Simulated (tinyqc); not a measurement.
Inside a calculation. Model: resistance of a source-drain extension with a graded tip.

Computed by the program tinyqc: `OMP_NUM_THREADS=1 python tinyqc.py 2282103 2282104 out.jsonl`, one thread of a shared Intel Xeon 2.30GHz, about 0.03 s for the whole run. Printed values are rounded.

y runs along the channel, the gate covers y > 0. The doping is N0 for y < y0 and N0 10^(-(y - y0)/la) beyond, uniform over the depth xj. Sheet conductance s(y) = q mu(N) max(N - Nch, 0) xj + (for y > 0) ma Cox Vo, with mu(N) = u0 + (u1 - u0)/(1 + (N/Nr)^au) and Cox = eps0 eox/tox. Current is taken as one-dimensional; depletion of the tip, spreading and the contact are left out. The metallurgical junction lies at yj, where N = Nch.

Inputs (values chosen for the exercise); mobility law close to that of electrons in silicon:
- eox = 3.9 (relative permittivity of the gate insulator (close to silicon dioxide))
- tox = 1.1 nm (insulator thickness)
- N0 = 2e20 cm^-3 (active doping of the extension far from the gate)
- la = 2.9 nm/decade (lateral abruptness)
- y0 = 3.1 nm (position under the gate where the fall begins (gate edge at 0))
- xj = 12 nm (depth of the extension)
- Nch = 5.3e17 cm^-3 (channel doping)
- Vo = 0.84 V (gate overdrive)
- ma = 130 cm^2/(V s) (mobility of the gate-induced layer)
- u1 = 1414 cm^2/(V s) (mobility at low doping)
- u0 = 68.5 cm^2/(V s) (mobility at high doping)
- Nr = 9.2e16 cm^-3 (reference doping)
- au = 0.711 (exponent)
- Lg = 50 nm (gate length)

Constants: q = 1.602176634e-19 C, eps0 = 8.8541878128e-14 F/cm where lengths are in cm. Results are converted to the units shown.

## Sheet resistances and junction position

yj = y0 + la log10(N0/Nch); sheet resistance of the full extension 1/[q mu(N0)(N0 - Nch) xj] and of the gate-induced layer 1/(ma Cox Vo); metallurgical length Lg - 2 yj; ye is where the doped and the gate-induced conductances are equal.

yj = 10.57259 nm
sheet resistance of the extension = 351.5201 ohm/square
sheet resistance of the induced layer = 2917.136 ohm/square
metallurgical length = 28.85483 nm
ye = 6.091464 nm
N at ye = 1.859905e19 cm^-3

The gate takes over 4.48 nm before the junction, where N is still 35.1 times the channel doping.

## Resistance of the overlapped part

Midpoint rule on 8 equal steps from 0 to yj: R_ov = sum h/s(y), per width.

```
point     y (nm)    N (cm^-3)  doped conductance (uS)  sheet resistance (ohm/square)
0      0.6607867         2e20                2844.788                       313.7167
1       1.982360         2e20                2844.788                       313.7167
2       3.303933  1.701015e20                2440.867                       359.2381
3       4.625507  5.956528e19                929.1186                       786.2126
4       5.947080  2.085827e19                376.6226                       1390.000
5       7.268654  7.304042e18                164.0193                       1973.082
6       8.590227  2.557692e18                71.78830                       2412.020
7       9.911800  8.956397e17                20.46692                       2752.782
```

R_ov = 13.613 ohm um

The exact integral is 13.640 ohm um; the coarse sum is 0.20 % below it.
